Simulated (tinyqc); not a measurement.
Ballistic Schottky-barrier transistor with a two-dimensional channel, WKB contacts: one step of the calculation.

Source Fermi level 0, drain Fermi level -Vd. Far from the contacts Ec = pn - psi, and the gate moves psi one to one; the band edges relax as exp(-x/lam) from pn at the source and pn - Vd at the drain; Ev = Ec - Eg. A carrier of energy w inside the channel band meets at a contact a barrier of height D (the contact edge beyond the channel edge): T = 1 for w >= D, else exp(-S), S = 4 lam sqrt(m/C) [sqrt(D - w) - sqrt(w) arctan sqrt((D - w)/w)], C = hbar^2/(2 m0). The two contacts combine as Ts Td/(Ts + Td - Ts Td).

Problem. Current of the electrons on a coarse grid. I/W = g (2 q^2/h) int T(w) [N(Es + w) - N(Ed + w)] dw with w the energy of motion along the channel, N(y) = (1/2 pi) sqrt(pi m kB T/C) Fm(-y/kB T), Fm(x) = (1/sqrt(pi)) int_0^infinity u^(-1/2)/(1 + exp(u - x)) du. Electrons: Ds = psi, Dd = psi - Vd, Es = Ec, Ed = Ec + Vd. Holes: Ds = -psi, Dd = Vd - psi, Es = -Ev, Ed = -Ev - Vd. The size of each current is taken; both flow from drain to source and add. Simpson's rule on nE equally spaced w from 0 to wm.

Inputs (values chosen for the exercise); channel values close to those of a black phosphorus layer: temperature T = 300 K; barrier for electrons at both contacts pn = 0.4 eV; electron mass mn = 0.17 m0; valleys or subbands g = 1; screening length at the contacts lam = 4.7 nm; drain bias Vd = 0.1 V; band shift psi of the channel by the gate ps = 0.64 V; upper end of the grid wm = 0.82 eV; points of the grid nE = 13.

Constants: q = 1.602176634e-19 C, kB = 1.380649e-23 J/K, hbar = 1.054571817e-34 J s, h = 6.62607015e-34 J s, m0 = 9.1093837015e-31 kg, Vt = kB T/q, hbar^2/(2 m0) = 0.0380998212 eV nm^2. Results are converted to the units shown.

Find: w; Ts; Td; T; size of the supply difference; current.

Solution.

```
point,w (eV),Ts,Td,T,size of the supply difference (1/um)
0,0.00000,1.5947e-14,2.1200e-13,1.4831e-14,80.345
1,0.06833,3.4760e-8,3.9575e-7,3.1953e-8,106.04
2,0.13667,5.2067e-6,5.0231e-5,4.7177e-6,146.60
3,0.20500,1.5605e-4,0.0012590,1.3886e-4,106.17
4,0.27333,0.0019871,0.013181,0.0017298,21.635
5,0.34167,0.014322,0.076342,0.012207,1.8123
6,0.41000,0.067289,0.27864,0.057306,0.13059
7,0.47833,0.22224,0.67452,0.20072,0.0092978
8,0.54667,0.53401,1.0000,0.53401,6.6139e-4
9,0.61500,0.92029,1.0000,0.92029,4.7045e-5
10,0.68333,1.0000,1.0000,1.0000,3.3463e-6
11,0.75167,1.0000,1.0000,1.0000,2.3802e-7
12,0.82000,1.0000,1.0000,1.0000,1.6930e-8
```

current = 0.43595 uA/um

Range of the model: No scattering, image-force lowering, channel charge or band-to-band tunnelling; parabolic kappa overstates S deep in the gap.

Computed by the program tinyqc: `OMP_NUM_THREADS=1 python tinyqc.py 2390021 2390022 out.jsonl`, one thread of a shared Intel Xeon 2.30GHz, about 0.2 s for the whole run.
